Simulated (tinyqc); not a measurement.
Read current of a NAND string, cells in series solved by shooting: one step of the calculation.

Cells in series, numbered from 0 at the source line (0 V) to the bit line, each followed by a gap resistance Rg. A cell with gate Vg, threshold VT, source Vs and drain Vd passes I = 2 nf K Vt^2 [F(Vs) - F(Vd)]/(1 + th max(Vg - VT, 0)), F(V) = ln^2(1 + exp((Vg - VT - nf V)/(2 nf Vt))). The selected cell has Vg = Vr, the others Vg = Vp.

Task. Node voltages for a trial current. For a trial current I start at 0 V and, cell by cell (the selected one is cell 3), solve for the drain: sqrt(F(Vd)) = sqrt(F(Vs) - I/k), k = 2 nf K Vt^2/(1 + th max(Vg - VT, 0)), Vd = [Vg - VT - 2 nf Vt ln(exp(sqrt F) - 1)]/nf, then add I Rg.

Values chosen for this exercise; values of the order met in vertical NAND strings:
```
symbol  value    unit                                 meaning
T         300       K                             temperature
K          20  uA/V^2                   gain factor of a cell
nf        2.2                                    slope factor
th       0.18     1/V               mobility reduction factor
Rg        2.4    kohm     resistance of the gap between cells
Vbl       0.5       V                        bit-line voltage
Vp        6.1       V                            pass voltage
Vr       2.82       V  read voltage on the selected word line
```

Constants: q = 1.602176634e-19 C, kB = 1.380649e-23 J/K, Vt = kB T/q. Results are converted to the units shown.

first trial current = 1.2 uA
thresholds from the source end, cell 0 to 5 (V): [4, -0.8, 4, 1.6, -0.8, -0.8]

Wanted: node voltage after each cell and gap, trial 1.

Result.

node voltage after each cell and gap, trial 1, cell 0 to 5 (V): [0.043099, 0.065810, 0.11203, 0.19789, 0.22165, 0.24559]

Numbers from tinyqc (`OMP_NUM_THREADS=1 python tinyqc.py 2142128 2142129 out.jsonl`; about 0.7 s on one thread of a shared Intel Xeon 2.30GHz).
